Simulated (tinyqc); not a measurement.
## Bulk resistivity and mean free path from two films

Question. In the thick-film limit single-crystal films obey rho = rho0 (1 + 3 (1 - ps) lam/(8 d)). Find rho0, lam and the product rho0 lam.

Parameters, values chosen for the exercise: specular share of surface scattering ps = 0.

rho at d = 99 and 310 nm (uohm cm): 1.8806742  1.7100540

Solution. rho is a straight line in 1/d: the intercept is rho0 and the slope (3/8)(1 - ps) rho0 lam. Without ps only the product (1 - ps) lam could be found.

rho0 = 1.63 uohm cm
lam = 40.6 nm
rho0 lam = 66.2 uohm cm nm

Program tinyqc, `OMP_NUM_THREADS=1 python tinyqc.py 2100032 2100033 out.jsonl`; Intel Xeon 2.30GHz, shared host, one thread, about 0.01 s.
